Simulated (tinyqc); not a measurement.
# Worked calculation: modulation-doped quantum well, Poisson-Schroedinger loop with local exchange and correlation

tinyqc, about 0.2 s, one thread, Intel Xeon 2.30GHz (shared host): `OMP_NUM_THREADS=1 python tinyqc.py 2140142 2140143 out.jsonl` Printed values are rounded.

A well of width L centred at z = 0 between barriers Vb; effective-mass electrons, parabolic bands. The electrons come from donor sheets outside the mesh, a share fL of Ns on the left and the rest on the right, so the structure is neutral. Energies are counted from the band edge of the well, with U = 0 on the first node in the Hartree part.

Inputs (values chosen for the exercise); material values close to those of In0.53Ga0.47As in InAlAs:
```
symbol,value,unit,meaning
T,20,K,temperature
md,0.0422,m0,in-plane mass
Vb,0.497,eV,barrier height
eps_r,13.7,,relative permittivity (all layers)
L,12.6,nm,well width
hz,1.4,nm,mesh step
Ns,2.1e11,cm^-2,sheet density of electrons
fL,0.7,,share of the donors on the left side
Fz,0,kV/cm,applied field along z
a,1,,mixing factor
```

Constants: q = 1.602176634e-19 C, kB = 1.380649e-23 J/K, hbar = 1.054571817e-34 J s, m0 = 9.1093837015e-31 kg, Vt = kB T/q, eps0 = 8.8541878128e-14 F/cm where lengths are in cm, hbar^2/(2 m0) = 0.0380998212 eV nm^2. Results are converted to the units shown.

## Fixed part of the potential

| node | z (nm) |
|---|---|
| 1 | -9.8 |
| 2 | -8.4 |
| 3 | -7 |
| 4 | -5.6 |
| 5 | -4.2 |
| 6 | -2.8 |
| 7 | -1.4 |
| 8 | 0 |
| 9 | 1.4 |
| 10 | 2.8 |
| 11 | 4.2 |
| 12 | 5.6 |
| 13 | 7 |
| 14 | 8.4 |
| 15 | 9.8 |

V0 = 0 in the well and Vb outside, plus q Fz z (1 kV/cm = 1e-4 eV/nm).

| node | fixed potential V0 (eV) |
|---|---|
| 1 | 0.4970000 |
| 2 | 0.4970000 |
| 3 | 0.4970000 |
| 4 | 0.0000000 |
| 5 | 0.0000000 |
| 6 | 0.0000000 |
| 7 | 0.0000000 |
| 8 | 0.0000000 |
| 9 | 0.0000000 |
| 10 | 0.0000000 |
| 11 | 0.0000000 |
| 12 | 0.0000000 |
| 13 | 0.4970000 |
| 14 | 0.4970000 |
| 15 | 0.4970000 |

## Round 1: levels and probability densities

| node | self-consistent potential U at the start (eV) |
|---|---|
| 1 | 0 |
| 2 | 0 |
| 3 | 0 |
| 4 | 0 |
| 5 | 0 |
| 6 | 0 |
| 7 | 0 |
| 8 | 0 |
| 9 | 0 |
| 10 | 0 |
| 11 | 0 |
| 12 | 0 |
| 13 | 0 |
| 14 | 0 |
| 15 | 0 |

mass on the intervals 1/2, 3/2, ... (mean of both at an interface) (m0): [0.0764, 0.0764, 0.0764, 0.0583, 0.0402, 0.0402, 0.0402, 0.0402, 0.0402, 0.0402, 0.0402, 0.0402, 0.0583, 0.0764, 0.0764, 0.0764]

Tridiagonal Hamiltonian with psi = 0 one step beyond both ends: H_ii = C (1/m_(i-1/2) + 1/m_(i+1/2))/hz^2 + V0_i + U_i, H_(i,i+1) = -C/(m_(i+1/2) hz^2), C = hbar^2/(2 m0). The lowest 2 level(s) are kept, normalised to hz sum |psi|^2 = 1.

levels (eV): E1 0.0318121, E2 0.1300732

| node | \|psi\|^2 of E1 (1/nm) | \|psi\|^2 of E2 (1/nm) |
|---|---|---|
| 1 | 0.0000196 | 0.0001149 |
| 2 | 0.0002866 | 0.0013609 |
| 3 | 0.0036463 | 0.0135177 |
| 4 | 0.0316107 | 0.0928926 |
| 5 | 0.0610361 | 0.1244587 |
| 6 | 0.0900375 | 0.0935703 |
| 7 | 0.1111085 | 0.0312279 |
| 8 | 0.1187953 | 0.0000000 |
| 9 | 0.1111085 | 0.0312279 |
| 10 | 0.0900375 | 0.0935703 |
| 11 | 0.0610361 | 0.1244587 |
| 12 | 0.0316107 | 0.0928926 |
| 13 | 0.0036463 | 0.0135177 |
| 14 | 0.0002866 | 0.0013609 |
| 15 | 0.0000196 | 0.0001149 |

## Round 1: Fermi level and occupations

Level k holds N_k = D_k Vt ln(1 + exp((EF - E_k)/Vt)) with D = md m0 q/(pi hbar^2) per eV (spin included); EF is fixed by sum N_k = Ns.

EF = 0.04372304 eV
N_k (cm^-2): E1 2.1e11, E2 5.288456e-12

## Round 1: density, output potential and mixing

n_i = sum_k N_k |psi_k|^2 (converted to cm^-3). Hartree part by Gauss: on the interval after node i the enclosed sheet charge is S_i = fL Ns - hz sum_(j<=i) n_j, and U_(i+1) = U_i + q S_i hz/(eps0 eps_r) in eV, U_1 = 0. Added to it: V_xc = -(2 Ry/(pi al rs)) [1 + 0.7734 (rs/21) ln(1 + 21/rs)] (Hedin-Lundqvist), al = (4/(9 pi))^(1/3), rs = (3/(4 pi n))^(1/3)/aB, aB = 4 pi eps0 eps_r hbar^2/(md m0 q^2), Ry = q/(8 pi eps0 eps_r aB) in eV. Mixing: U(new) = U + a (U(out) - U).

| node | n (1e17 cm^-3) | U(out) (eV) | U after round 1 (eV) |
|---|---|---|---|
| 1 | 0.000411 | -0.00050859 | -0.00050859 |
| 2 | 0.006018 | 0.00159973 | 0.00159973 |
| 3 | 0.076573 | 0.00304737 | 0.00304737 |
| 4 | 0.663824 | 0.00350000 | 0.00350000 |
| 5 | 1.281758 | 0.00496806 | 0.00496806 |
| 6 | 1.890787 | 0.00642181 | 0.00642181 |
| 7 | 2.333278 | 0.00768468 | 0.00768468 |
| 8 | 2.494702 | 0.00863756 | 0.00863756 |
| 9 | 2.333278 | 0.00923795 | 0.00923795 |
| 10 | 1.890787 | 0.00952836 | 0.00952836 |
| 11 | 1.281758 | 0.00962788 | 0.00962788 |
| 12 | 0.663824 | 0.00971310 | 0.00971310 |
| 13 | 0.076573 | 0.01081374 | 0.01081374 |
| 14 | 0.006018 | 0.01091938 | 0.01091938 |
| 15 | 0.000411 | 0.01036434 | 0.01036434 |

## Round 2: levels and probability densities

As before.

levels (eV): E1 0.0397699, E2 0.1374609

| node | \|psi\|^2 of E1 (1/nm) | \|psi\|^2 of E2 (1/nm) |
|---|---|---|
| 1 | 0.0000219 | 0.0001212 |
| 2 | 0.0003150 | 0.0014104 |
| 3 | 0.0039471 | 0.0137843 |
| 4 | 0.0338385 | 0.0936449 |
| 5 | 0.0643514 | 0.1234044 |
| 6 | 0.0931114 | 0.0901868 |
| 7 | 0.1126028 | 0.0282072 |
| 8 | 0.1181429 | 0.0000900 |
| 9 | 0.1087321 | 0.0340014 |
| 10 | 0.0869962 | 0.0963527 |
| 11 | 0.0584240 | 0.1255255 |
| 12 | 0.0300685 | 0.0927332 |
| 13 | 0.0034466 | 0.0133777 |
| 14 | 0.0002690 | 0.0013342 |
| 15 | 0.0000183 | 0.0001118 |

## Round 2: Fermi level and occupations

As before.

EF = 0.05168085 eV
N_k (cm^-2): E1 2.1e11, E2 7.362089e-12

## Round 2: density, output potential and mixing

As before.

| node | n (1e17 cm^-3) | U(out) (eV) | U after round 2 (eV) |
|---|---|---|---|
| 1 | 0.000459 | -0.00052563 | -0.00052563 |
| 2 | 0.006615 | 0.00156810 | 0.00156810 |
| 3 | 0.082889 | 0.00298922 | 0.00298922 |
| 4 | 0.710608 | 0.00339879 | 0.00339879 |
| 5 | 1.351379 | 0.00485699 | 0.00485699 |
| 6 | 1.955339 | 0.00630563 | 0.00630563 |
| 7 | 2.364658 | 0.00755916 | 0.00755916 |
| 8 | 2.481002 | 0.00849650 | 0.00849650 |
| 9 | 2.283375 | 0.00907819 | 0.00907819 |
| 10 | 1.826921 | 0.00935076 | 0.00935076 |
| 11 | 1.226903 | 0.00943480 | 0.00943480 |
| 12 | 0.631439 | 0.00950446 | 0.00950446 |
| 13 | 0.072379 | 0.01057275 | 0.01057275 |
| 14 | 0.005649 | 0.01065858 | 0.01065858 |
| 15 | 0.000384 | 0.01009301 | 0.01009301 |

## Course of the self-consistent loop

Start from U = 0. Stop when the largest |U(out) - U| is below 1e-7 eV, or after 120 rounds.

Course of the iteration:

| round | level E1 (eV) | EF (eV) | largest \|U(out) - U\| (eV) |
|---|---|---|---|
| 1 | 0.03181207 | 0.04372304 | 0.0109 |
| 2 | 0.03976988 | 0.05168085 | 2.71e-4 |
| 3 | 0.03962468 | 0.05153565 | 4.95e-6 |
| 4 | 0.03962723 | 0.05153820 | 9.28e-8 |

Converged in 4 rounds.

## Converged levels, occupations and centroid

| node | converged U (eV) |
|---|---|
| 1 | -0.00052536 |
| 2 | 0.00156860 |
| 3 | 0.00299011 |
| 4 | 0.00340029 |
| 5 | 0.00485874 |
| 6 | 0.00630763 |
| 7 | 0.00756146 |
| 8 | 0.00849912 |
| 9 | 0.00908110 |
| 10 | 0.00935388 |
| 11 | 0.00943810 |
| 12 | 0.00950798 |
| 13 | 0.01057698 |
| 14 | 0.01066328 |
| 15 | 0.01009796 |

Solve for the levels with V0 + U, find EF, n_i = sum_k N_k |psi_k|^2 (in cm^-3); share of each level N_k/Ns; centroid sum n z/sum n.

levels (eV): E1 0.0396272, E2 0.1373125
EF = 0.05153820 eV
shares (%): E1 100.0000, E2 0.0000

| node | n (1e17 cm^-3) |
|---|---|
| 1 | 0.000459 |
| 2 | 0.006605 |
| 3 | 0.082792 |
| 4 | 0.709914 |
| 5 | 1.350278 |
| 6 | 1.954162 |
| 7 | 2.363866 |
| 8 | 2.480955 |
| 9 | 2.284107 |
| 10 | 1.828110 |
| 11 | 1.228057 |
| 12 | 0.632172 |
| 13 | 0.072479 |
| 14 | 0.005659 |
| 15 | 0.000384 |

centroid = -0.09961112 nm

With 400 intervals across the well and the same walls, E2 - E1 = 105.3 meV and EF - E1 = 11.91 meV; this mesh gives 97.69 and 11.91 meV.
